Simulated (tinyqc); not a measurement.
## The weight eta from points of equal mobility

Inverse problem. If the mobility depends on E = q (Ndep + eta Ns)/(eps0 eps_r) alone, two points of equal mobility on its falling branch have equal E. Find eta and E.

Values chosen for this exercise:
- eps_r = 11.7 (relative permittivity of the semiconductor)

Constants: q = 1.602176634e-19 C, eps0 = 8.8541878128e-14 F/cm where lengths are in cm. Results are converted to the units shown.

Ndep at two body biases (cm^-2): 7.8996936e11  1.3443579e12
Ns at which the mobility is the same (cm^-2): 5.7e12  4.1160326e12

Solution. eta is the ratio of the differences of Ndep and Ns.

eta = 0.350
E = 0.431 MV/cm

Numbers from tinyqc (`OMP_NUM_THREADS=1 python tinyqc.py 2510074 2510075 out.jsonl`; about 0.01 s on one thread of a shared Intel Xeon 2.30GHz).
